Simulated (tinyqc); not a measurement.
Via and link resistance from two via chains.

Inverse problem. A chain of 2000 vias joined by 2000 metal links has R = 2000 (Rv + Rlink), with Rlink proportional to the link length. Find Rv, Rlink for length L, and the value of Rv that the short chain would give if the links were ignored.

resistance of chains of 2000 links with link lengths L and 3 L (ohm): 10400  17200

Solution. R per link is a straight line in the link length; its intercept at zero length is Rv.

Rv = 3.50 ohm
Rlink = 1.70 ohm
Rv without correction = 5.20 ohm

Numbers from tinyqc (`OMP_NUM_THREADS=1 python tinyqc.py 2750110 2750111 out.jsonl`; about 0.01 s on one thread of a shared Intel Xeon 2.30GHz).
